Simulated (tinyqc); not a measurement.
Inside a calculation. Model: one electron in a tunnel-coupled double dot: charge qubit, sensing and quantum capacitance.

Program tinyqc, `OMP_NUM_THREADS=1 python tinyqc.py 2470113 2470114 out.jsonl`; Intel Xeon 2.30GHz, shared host, one thread, about 0.01 s. Printed values are rounded.

Basis (left, right), H = [[ep/2, tc], [tc, -ep/2]], splitting Om = sqrt(ep^2 + 4 tc^2), ep = al times the gate voltage. In equilibrium the electron is on the right with the chance P_R = [1 + (ep/Om) tanh(Om/2 kB T)]/2.

Inputs (values chosen for the exercise): tunnel coupling tc = 15 ueV; electron temperature T = 0.33 K; lever arm of the gate on the detuning al = 0.44 eV/V; parasitic capacitance of the resonator Cp = 0.82 pF; resonator frequency f0 = 668 MHz; loaded quality factor Q = 90; deviation of quasi-static detuning noise se = 1.8 ueV; detuning ep = 7.7 ueV.

Constants: q = 1.602176634e-19 C, kB = 1.380649e-23 J/K, hbar = 1.054571817e-34 J s, h = 6.62607015e-34 J s, Vt = kB T/q. Results are converted to the units shown.

## Splitting and occupation

Also the frequency Om/h, the mixing angle arctan2(2 tc, ep) and the weight of the right dot in the ground state, (1 + ep/Om)/2.

Om = 30.9724 ueV
Om/h = 7.48909 GHz
mixing angle = 75.6048 degree
ground-state weight = 0.624304
kB T = 28.4372 ueV
P_R = 0.561710

## Capacitance seen by a resonator

q^2 al^2 dP_R/d(ep) splits into Cq = q^2 al^2 (2 tc^2/Om^3) tanh(Om/2 kB T) and Ct = q^2 al^2 (ep/Om)^2/(4 kB T cosh^2(Om/2 kB T)); Ct appears only if relaxation is faster than the drive. A resonator of frequency f0, capacitance Cp and quality factor Q shifts by df = -f0 Cq/(2 Cp) and its phase by -2 Q Cq/Cp.

Cq = 233.224 aF
Ct = 12.7002 aF
df = -94.9961 kHz
phase shift = -2933.29 millidegree

## Dephasing by charge noise

Noise in ep shifts Om by (ep/Om) d + (2 tc^2/Om^3) d^2. For Gaussian d of deviation se the spread of Om is sqrt[(ep se/Om)^2 + 2 (2 tc^2 se^2/Om^3)^2], and T2* is estimated as sqrt(2) hbar/spread; Om T2*/h counts the oscillations within T2*.

first-order spread = 0.447495 ueV
second-order spread = 0.0693981 ueV
T2* = 2.05557 ns
oscillations within T2* = 15.3943

At ep = 0 the first-order term vanishes and T2* would be 12.2 ns.
